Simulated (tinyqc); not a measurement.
# p-type polysilicon, carrier trapping at grain boundaries: effect of the temperature

One-dimensional grains of size Lg, uniform ionised doping N, monovalent traps Qt at each boundary at a depth Et below (for electrons) or above (for holes) the band edge there, abrupt depletion of width W on each side of a boundary, Boltzmann statistics. xi is the distance from the band edge at the grain centre to the Fermi level. Trapped charge Qt/(1 + exp((xi + VB - Et)/Vt)) = 2 N W, barrier VB = q N W^2/(2 eps0 eps_r).

NB is given at 300 K and scales as (T/300 K)^1.5. If the trap equation with xi = Vt ln(NB/N) has a root W < Lg/2, the grain is partly depleted; otherwise W = Lg/2 and the trap equation gives xi = Et - VB + Vt ln(Qt/(N Lg) - 1). N* = Qt/Lg. n0 = NB exp(-xi/Vt); mean density n0 (1 - 2 W/Lg) by charge balance in a partly depleted grain, and n0 (sqrt(pi)/2) erf(u)/u with u = sqrt(VB/Vt) in a fully depleted one; v = sqrt(kB T/(2 pi ms m0)); barrier resistivity Vt exp(VB/Vt)/(q fe n0 v Lg); grain resistivity (1 - 2 W/Lg)/(q n0 mug); effective mobility 1/(q mean density total resistivity). Rows with xi above 0.45 V, towards mid-gap, are left out, since the other carrier type is ignored.

Parameters, values chosen for the exercise; values of the order met in polycrystalline silicon:
- eps_r = 11.7 (relative permittivity)
- NB = 2.65e19 cm^-3 (valence-band density of states at the reference temperature)
- Lg = 18 nm (grain size)
- Qt = 2.1e12 cm^-2 (trap density of a grain boundary)
- Et = 0.42 eV (depth of the trap level from the majority band edge at the boundary)
- ms = 0.3 m0 (mass for thermionic emission)
- fe = 0.25 (correction factor of the emission rate)
- mug = 70 cm^2/(V s) (mobility inside the grains)
- N = 3.8e18 cm^-3 (doping)

Constants: q = 1.602176634e-19 C, kB = 1.380649e-23 J/K, m0 = 9.1093837015e-31 kg, Vt = kB T/q, eps0 = 8.8541878128e-14 F/cm where lengths are in cm. Results are converted to the units shown.

The same in every row: N/N* = 3.257.

Effect of the temperature:

| T (K) | depleted share 2 W/Lg | VB (V) | xi (V) | mean density (cm^-3) | resistivity (ohm cm) | effective mobility (cm^2/(V s)) |
|---|---|---|---|---|---|---|
| 200 | 0.3070 | 0.02244 | 0.02299 | 2.633e18 | 0.07392 | 32.06 |
| 240 | 0.3070 | 0.02244 | 0.03324 | 2.633e18 | 0.06711 | 35.32 |
| 280 | 0.3070 | 0.02244 | 0.04436 | 2.633e18 | 0.06330 | 37.45 |
| 320 | 0.3070 | 0.02244 | 0.05623 | 2.633e18 | 0.06103 | 38.84 |
| 360 | 0.3070 | 0.02243 | 0.06873 | 2.633e18 | 0.05964 | 39.74 |
| 400 | 0.3070 | 0.02243 | 0.08182 | 2.633e18 | 0.05879 | 40.32 |
| 440 | 0.3069 | 0.02242 | 0.09542 | 2.634e18 | 0.05829 | 40.65 |

As T goes from 200 to 440, VB stays near 0.0224 V, the resistivity falls from 0.0739 to 0.0583 ohm cm and the effective mobility rises from 32.1 to 40.7 cm^2/(V s). The activation energy kB ln(rho1/rho2)/(1/T1 - 1/T2) is 0.0100 eV between the first two rows and 0.00322 eV between the last two; mug is held fixed. For T = 200, 240, 280, 320, 360, 400 xi is under 2.5 Vt, where Boltzmann statistics begin to fail. For T = 280, 320, 360, 400, 440 VB is below Vt, where abrupt depletion and thermionic emission are rough.

Program tinyqc, `OMP_NUM_THREADS=1 python tinyqc.py 2830237 2830238 out.jsonl`; Intel Xeon 2.30GHz, shared host, one thread, about 0.01 s.
